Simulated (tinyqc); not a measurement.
Sweep of a biaxial (001) strain: strain-driven crossing of the Gamma and L valleys in a germanium-like crystal alloyed with tin.

Biaxial loads: e0 is the in-plane strain e_par and the normal is free. (001): e_perp = -2 (C12/C11) e_par; exx = eyy = e_par, ezz = e_perp, no shear. (111): e_perp = -(2 C11 + 4 C12 - 4 C44)/(C11 + 2 C12 + 4 C44) e_par; exx = eyy = ezz = (2 e_par + e_perp)/3 and exy = eyz = ezx = (e_perp - e_par)/3. (110): e_perp = -(C11 + 3 C12 - 2 C44)/(C11 + C12 + 2 C44) e_par; exx = eyy = (e_par + e_perp)/2, ezz = e_par, exy = (e_perp - e_par)/2, eyz = ezx = 0. Uniaxial loads: a stress along n, scaled so that n.e.n = e0, with exx = s11 sxx + s12 (syy + szz), exy = s44 sxy/2, s11 = (C11 + C12)/((C11 - C12)(C11 + 2 C12)), s12 = -C12/((C11 - C12)(C11 + 2 C12)), s44 = 1/C44.

Edges from the unstrained valence top: Gamma at Eg + ac tr(e); an L valley with unit axis u at EgL + aL tr(e) + XuL (u.e.u - tr(e)/3), u along [111], [1-1-1], [-11-1], [-1-11]; valence edges are the levels of the 6 x 6 matrix of X, Y, Z times spin with -Dso/3 + l exx + m (eyy + ezz) on the diagonal (cyclic), n exy off it, l = av + 2 b, m = av - b, n = sqrt(3) d. Spin-orbit term (Dso/3) L.sigma on X, Y, Z with (L_k)_ij = -i epsilon_kij: <X+|H|Y+> = -i Dso/3, <X+|H|Z-> = Dso/3, <Y+|H|Z-> = -i Dso/3, <Z+|H|X-> = -Dso/3, <Z+|H|Y-> = i Dso/3, <X-|H|Y-> = i Dso/3, and their conjugates; + and - are the spin along z.

With tin the unstrained gaps become E(y) = (1 - y) E + y EgS - CS y (1 - y); all other values are kept.
Constants: kB = 8.617333262e-05 eV/K.

Inputs chosen for the exercise (near those of Ge, gaps at low temperature; not measured data): Eg = 0.892 eV (gap at Gamma to the s-like level); EgL = 0.759 eV (gap to L); Dso = 0.291 eV (spin-orbit splitting); ac = -8.37 eV (conduction deformation potential); av = 1.23 eV (valence hydrostatic potential); b = -2.53 eV (tetragonal shear potential); d = -5.34 eV (trigonal shear potential); aL = -1.32 eV (hydrostatic potential of the L edge, Xd + Xu/3); XuL = 16.05 eV (uniaxial potential, L); y = 0.103 (tin fraction); EgS = (-0.388, 0.142) eV (Gamma and L gaps of the tin end); CS = (2.87, 0.76) eV (bowing of the Gamma and L gaps); C11 = 127.9 GPa; C12 = 48.2 GPa; C44 = 67.2 GPa; load = biaxial (001) (kind of strain); mG = 0.0418 m0 (mass at Gamma); mL = 0.563 m0 (density-of-states mass of the four L valleys together); T = 77 K (temperature).

The valence splitting is the distance of the top two edges. Share in Gamma = mG^(3/2)/(mG^(3/2) + (mL^(3/2)/4) sum_i exp(-(E_Li - E_Gamma)/kT)).

Results:
```
e0 (%)  direct gap (eV)  indirect gap (eV)  Gamma - L (meV)  valence splitting (meV)  share in Gamma (%)
-0.72             0.549              0.616              -67                       56                99.8
-0.27             0.515              0.622             -107                       23                 100
0.17              0.467              0.612             -145                       15                 100
0.62              0.389              0.573             -185                       60                 100
1.06              0.309              0.532             -223                      107                 100
1.51              0.224              0.487             -263                      158                 100
1.95              0.139              0.441             -302                      209                 100
2.40              0.051              0.392             -341                      264                 100
```

What does the comparison show?

The gap stays direct over the sweep. The direct gap goes from 0.549 to 0.051 eV; of that change -0.125 eV comes from the rise of the valence top through the shear terms and the rest from the volume. The share in Gamma goes from 99.8 to 100 %, with a peak of 100 % at e0 = 1.95 % among these rows.

(tinyqc, `OMP_NUM_THREADS=1 python tinyqc.py 1080891 1080892 out.jsonl`, Intel(R) Xeon(R) Processor @ 2.30GHz, 1 thread, shared host, about 0.01 s.)
